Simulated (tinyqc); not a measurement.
# MOSFET with velocity saturation and source resistance: effect of the mobility at low gate voltage

Strong inversion, charge Q = Cox (Vg - m V) at channel potential V with Vg the gate overdrive, and drift velocity v = mu E/(1 + mu E/vsat). Integrating along the channel gives I = mu Cox (1/L)(Vg Vd - m Vd^2/2)/(1 + Vd/Vc) per width, Vc = vsat L/mu, which peaks at Vdsat. Units: I in uA/um, Rs in ohm um, so the drop over Rs is 1e-6 I Rs volts.

Vg = Vgs - I Rs - VT (0 if negative), mu = mu0/(1 + th Vg), Vc = vsat L/mu, x = sqrt(1 + 2 Vg/(m Vc)), Vdsat = 2 Vg/(m (1 + x)), Isat = Cox vsat Vg (x - 1)/(x + 1) per width. I = Isat is solved self-consistently; gm = dI/dVgs; Vdsat is the intrinsic value. The velocity at the source is I/(Cox Vg).

Inputs (values chosen for the exercise): gate capacitance Cox = 0.86 uF/cm^2; mobility degradation th = 0.4 1/V; saturation velocity vsat = 9.8e6 cm/s; body factor m = 1.27; threshold VT = 0.4 V; channel length L = 0.05 um; source resistance Rs = 100 ohm um; gate voltage Vgs = 1.2 V.

Results:
```
mu0 (cm^2/(V s))	Vc (V)	Vdsat (V)	Isat (uA/um)	gm (uS/um)	velocity at the source/vsat
50	1.2892	0.51736	111.11	212.63	0.16712
81	0.79483	0.47562	152.32	278.53	0.23029
210	0.30567	0.37736	249.32	413.71	0.38167
350	0.18310	0.32232	303.65	479.66	0.46813
570	0.11226	0.27217	353.15	534.88	0.54797
920	0.069457	0.22716	397.59	581.04	0.62053
1500	0.042548	0.18654	437.69	620.28	0.68673
```

Estimate the missing row, mu0 = 130 cm^2/(V s).

Computed row:
```
mu0 (cm^2/(V s))	Vc (V)	Vdsat (V)	Isat (uA/um)	gm (uS/um)	velocity at the source/vsat
130	0.49454	0.42857	198.77	346.39	0.30231
```

With this row back in the table: As mu0 goes from 50 to 1500 cm^2/(V s), Isat rises from 111 to 438 uA/um, Vdsat falls from 0.517 to 0.187 V and gm rises from 213 to 620 uS/um; the velocity at the source goes from 0.17 to 0.69 of vsat. Isat goes as mu0^(0.65) between the first two rows and as mu0^(0.20) between the last two. In every row the channel is so short that velocity overshoot and near-ballistic transport, left out here, matter.

tinyqc, about 0.01 s, one thread, Intel Xeon 2.30GHz (shared host): `OMP_NUM_THREADS=1 python tinyqc.py 2500027 2500028 out.jsonl`
